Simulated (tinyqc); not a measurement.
## Electron continuity equation in a given potential, Scharfetter-Gummel discretisation: three discretisations compared

Steady state in one dimension: J = q mu n E + q D dn/dx with E = -dpsi/dx and D = mu Vt, dJ/dx = 0, fixed densities nL and nR at the ends. The potential is given, psi = U (x/L)^2, and is not changed by the electrons.

8 equal intervals. Fluxes J_i = (q D/h)(n_(i+1) P_i - n_i Q_i), d_i = (psi_(i+1) - psi_i)/Vt: Scharfetter-Gummel P = B(d), Q = B(-d), B(d) = d/(exp(d) - 1); central P = 1 - d/2, Q = 1 + d/2; upwind P = 1 + max(-d, 0), Q = 1 + max(d, 0). Balance at each inner node: J_i - J_(i-1) = 0. The reference is Scharfetter-Gummel on 1600 intervals.

Inputs (values chosen for the exercise); mobility that of a made-up semiconductor:

| symbol | value | unit | meaning |
|---|---|---|---|
| T | 300 | K | temperature |
| mu | 1200 | cm^2/(V s) | electron mobility |
| L | 3.8 | um | length of the region |
| nL | 1e12 | cm^-3 | density at x = 0 |
| nR | 0 | cm^-3 | density at x = L |
| U | -0.4 | V | potential difference psi(L) - psi(0) |

Constants: q = 1.602176634e-19 C, kB = 1.380649e-23 J/K, Vt = kB T/q. Results are converted to the units shown.

Densities (cm^-3):
```
node  Scharfetter-Gummel    central     upwind  reference
0              1.0000e12  1.0000e12  1.0000e12  1.0000e12
1              7.8524e11  7.8430e11  8.0433e11  7.8524e11
2              3.8020e11  3.6684e11  4.6550e11  3.8020e11
3              1.1351e11  9.0445e10  2.1020e11  1.1351e11
4              2.0896e10   7.5308e9  7.7622e10  2.0896e10
5               2.3717e9  -3.2231e8  2.4059e10   2.3717e9
6               1.6576e8   4.0964e7   6.2429e9   1.6576e8
7               6.9442e6  -1.3314e7   1.2139e9   6.9445e6
8                      0          0          0          0
```

What does the table show?

Largest errors as a share of the largest reference density listed: Scharfetter-Gummel 5.1e-7 %, central 2.3 %, upwind 9.7 %. The largest |d| is 3.63. Central differences give 2 negative value(s), since P or Q changes sign once |d| exceeds 2. Upwinding stays positive but acts as if D were larger by the factor 1 + |d|/2, up to 2.81 here.

Numbers from tinyqc (`OMP_NUM_THREADS=1 python tinyqc.py 2220064 2220065 out.jsonl`; about 0.01 s on one thread of a shared Intel Xeon 2.30GHz).
